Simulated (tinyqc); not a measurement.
Thermionic-field emission through a Schottky barrier, WKB: one step of the calculation.

Metal on an n-type semiconductor with one parabolic valley; V > 0 is forward bias (metal positive). Energies E are counted from the conduction edge of the neutral semiconductor, whose Fermi level lies at -xi; that of the metal lies at -xi - V. The barrier is a parabola of height Vd = phi - xi - V (depletion approximation, no image force).

Task. Fermi level, barrier and E00. Nc = 2 (2 pi me m0 kB T/h^2)^1.5 (times 1e-6 for cm^-3); Nd = Nc F12(-xi/Vt), F12(x) = (2/sqrt(pi)) int_0^infinity sqrt(u)/(1 + exp(u - x)) du; E00 = (hbar/2) sqrt(Nd/(me m0 eps0 eps_r)) in SI units (volts). W = sqrt(2 eps0 eps_r Vd/(q Nd)).

Inputs (values chosen for the exercise); band and dielectric values close to those of indium phosphide:
```
symbol   value   unit                             meaning
T          350      K                         temperature
me      0.0789     m0                       electron mass
eps_r     12.4                      relative permittivity
phi        0.9     eV  barrier height seen from the metal
Nd      1.4e19  cm^-3                       donor density
V         0.19      V                                bias
```

Constants: q = 1.602176634e-19 C, kB = 1.380649e-23 J/K, hbar = 1.054571817e-34 J s, h = 6.62607015e-34 J s, m0 = 9.1093837015e-31 kg, Vt = kB T/q, eps0 = 8.8541878128e-14 F/cm where lengths are in cm. Results are converted to the units shown.

Give: Nc; xi; Vd; W; E00; E00/Vt.

Result.

Nc = 7.008e17 cm^-3
xi = -0.2656 eV
Vd = 0.9756 V
W = 9.773 nm
E00 = 70.23 meV
E00/Vt = 2.329

By a common rule of thumb, E00/Vt below 0.5 marks thermionic emission, 0.5 to 5 thermionic-field emission and above 5 field emission. By that rule alone: thermionic-field emission; with a high barrier, tunnelling near its top can carry most of the current even below 0.5.

Range of the model: The depletion approximation, a parabolic band and the neglect of image-force lowering make these currents estimates at high doping.

Program tinyqc, `OMP_NUM_THREADS=1 python tinyqc.py 2640054 2640055 out.jsonl`; Intel Xeon 2.30GHz, shared host, one thread, about 0.04 s.
